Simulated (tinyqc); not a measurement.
Scattering of inversion-layer electrons by surface optical phonons of the gate insulator (remote phonon scattering): one step, computed by the program tinyqc.

One subband with the Fang-Howard envelope; insulator and channel are half-spaces, the gate is far away, and an interlayer only moves the polar surface away by t (its own modes and its permittivity contrast are left out).

Question. Surface modes and strengths. eps(w) = eps_inf + (eps_0s - eps_i) w1^2/(w1^2 - w^2) + (eps_i - eps_inf) w2^2/(w2^2 - w^2). Surface modes solve eps(w) + eps_s = 0, a quadratic in w^2; the strength of a mode is g = 2/(w d eps/dw). Occupation N = 1/(exp(hbar w/(k_B T)) - 1).

Inputs (values chosen for the exercise, modelled on Al2O3 on germanium): static constant of the insulator eps_0s = 12.9; intermediate constant eps_i = 7.38; optical constant eps_inf = 3.21; hbar omega_TO1 = 47.7 meV; hbar omega_TO2 = 72.4 meV; constant of the channel eps_s = 16.2; temperature T = 400 K.

Constants: k_B = 8.617333262e-05 eV/K.

Give: hbar omega_SO; strengths g; occupations N; hbar omega g (2 N + 1).

Answer.

hbar omega_SO (meV): 1 52.18, 2 81.04

strengths g: 1 0.00554, 2 0.01161

occupations N: 1 0.2822, 2 0.1053

hbar omega g (2 N + 1) (meV): 1 0.453, 2 1.139

The upper mode has the larger hbar omega g N, the prefactor of absorption before the dependence on q: 0.0816 and 0.0991 meV.
